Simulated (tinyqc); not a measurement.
# Worked calculation: valence-band offset from core levels (Kraut method), with the dipole against the affinity rule

Program tinyqc, `OMP_NUM_THREADS=1 python tinyqc.py 2410093 2410094 out.jsonl`; Intel Xeon 2.30GHz, shared host, one thread, about 0.01 s. Printed values are rounded.

Binding energies are counted downwards from the Fermi level. dEv > 0 means that the valence edge of B lies below that of A, dEc > 0 that the conduction edge of B lies above that of A; dEc + dEv = EgB - EgA. The spectra are made-up values treated as data.

Inputs (values chosen for the exercise); gaps and affinities close to those of gallium nitride (A) and hafnium oxide (B): gap of the substrate A EgA = 3.44 eV; gap of the overlayer B EgB = 5.89 eV; electron affinity of A chiA = 4.15 eV; electron affinity of B chiB = 2.41 eV; core level of bare A cA = 61.09 eV; core level of thick B cB = 59.62 eV; valence-band maximum of thick B vB = 4.42 eV; relative permittivity inside the dipole layer ei = 6.1; thickness of the dipole layer dd = 0.2 nm; core level of A under a thin film of B iA = 61.07 eV; core level of B in that thin film iB = 57.72 eV; background counts in the gap bg = 51.

Constants: q = 1.602176634e-19 C, eps0 = 8.8541878128e-14 F/cm where lengths are in cm. Results are converted to the units shown.

## Valence-band maximum of bare A

```
point  binding energy (eV)  counts on the leading edge
0                     2.06                         302
1                     2.18                         415
2                      2.3                         552
3                     2.42                         651
4                     2.54                         772
5                     2.66                         919
```

Fit a straight line to the leading edge by least squares; the maximum vA lies where it meets the background.

slope = 1013.10 counts/eV
intercept = -1789.07 counts
vA = 1.81629 eV

## Offsets

dEv = (iB - iA) - (cB - vB) + (cA - vA), dEc = EgB - EgA - dEv.

cA - vA = 59.2737 eV
cB - vB = 55.2 eV
iB - iA = -3.35 eV
dEv = 0.723713 eV
dEc = 1.72629 eV

The alignment is type I (straddling). The valence-band offset is below the 1 eV usually asked of a gate dielectric. A rigid shift of all levels, by charging or doping, cancels in the differences.

## Interface dipole

The affinity rule gives dEc(0) = chiA - chiB; the dipole step is D = dEc - dEc(0), and two sheets of opposite charge dd apart hold N = eps0 ei |D|/(q dd).

dEc(0) = 1.74 eV
D = -0.0137133 eV
N = 2.31142e12 cm^-2
field in the dipole layer = 0.685664 MV/cm

N is 0.0033 elementary charges for each of about 7e14 surface atoms per cm^2.
